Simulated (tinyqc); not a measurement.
# Gated graphene, quantum capacitance: effect of the density of traps

phi is the Fermi level above the Dirac point, in volts; Vg is counted from the gate voltage of charge neutrality. Ideal linear bands, no charge puddles.

N0 = (2/pi)(kB T/(hbar vF))^2; n = N0 F1(phi/Vt), p = N0 F1(-phi/Vt), F1(e) = int_0^infinity u du/(1 + exp(u - e)) = -Li2(-exp(e)); Cq = q d(n - p)/dphi = (q N0/Vt) ln[2 (1 + cosh(phi/Vt))]. Cox = eps0 eox/tox; Vg = phi + q (n - p + Dit phi)/Cox. 1/C_G = 1/Cox + 1/(Cq + q Dit); dphi/dVg = Cox/(Cox + Cq + q Dit).

Values chosen for this exercise; values close to those of graphene: temperature T = 400 K; relative permittivity of the gate insulator (close to aluminium oxide) eox = 9.06; insulator thickness tox = 5.8 nm; Fermi velocity vF = 9.88e5 m/s; gate voltage Vg = -0.28 V.

Constants: q = 1.602176634e-19 C, kB = 1.380649e-23 J/K, hbar = 1.054571817e-34 J s, Vt = kB T/q, eps0 = 8.8541878128e-14 F/cm where lengths are in cm. Results are converted to the units shown.

The same in every row: Cox (uF/cm^2) = 1.3831.

Result of one run:
```
Dit (cm^-2 eV^-1)   phi (V)  n - p (cm^-2)  Cq (uF/cm^2)  C_G (uF/cm^2)  dphi/dVg  n + p (cm^-2)
0                  -0.12052     -1.3767e12        2.9564        0.94226   0.31872      1.3875e12
```

What becomes of these results when the density of traps Dit is changed from 0 to 1e11 cm^-2 eV^-1, all else the same?

Result of the changed run:
```
Dit (cm^-2 eV^-1)   phi (V)  n - p (cm^-2)  Cq (uF/cm^2)  C_G (uF/cm^2)  dphi/dVg  n + p (cm^-2)
1e11               -0.12008     -1.3685e12        2.9463        0.94287   0.31829      1.3794e12
```

The whole series:
```
Dit (cm^-2 eV^-1)    phi (V)  n - p (cm^-2)  Cq (uF/cm^2)  C_G (uF/cm^2)  dphi/dVg  n + p (cm^-2)
0                   -0.12052     -1.3767e12        2.9564        0.94226   0.31872      1.3875e12
1e11                -0.12008     -1.3685e12        2.9463        0.94287   0.31829      1.3794e12
3e11                -0.11920     -1.3524e12        2.9263        0.94409   0.31740      1.3636e12
7e11                -0.11746     -1.3209e12        2.8871        0.94658   0.31560      1.3327e12
2e12                -0.11206     -1.2256e12        2.7659        0.95508   0.30946      1.2394e12
4e12                -0.10443     -1.0979e12        2.5971        0.96913   0.29930      1.1150e12
1e13               -0.085776     -8.1888e11        2.2014         1.0143   0.26666      8.4799e11
3e13               -0.051704     -4.1966e11        1.5819         1.1369   0.17797      4.9541e11
```

As Dit goes from 0 to 3e13, Cq falls from 2.96 to 1.58 uF/cm^2, C_G/Cox rises from 0.681 to 0.822 and n - p rises from -1.38e12 to -4.20e11 cm^-2. Cq exceeds Cox in every row, so the insulator is the tighter limit, though Cq still cuts C_G by up to 32 %.

Numbers from tinyqc (`OMP_NUM_THREADS=1 python tinyqc.py 2200145 2200146 out.jsonl`; about 0.01 s on one thread of a shared Intel Xeon 2.30GHz).
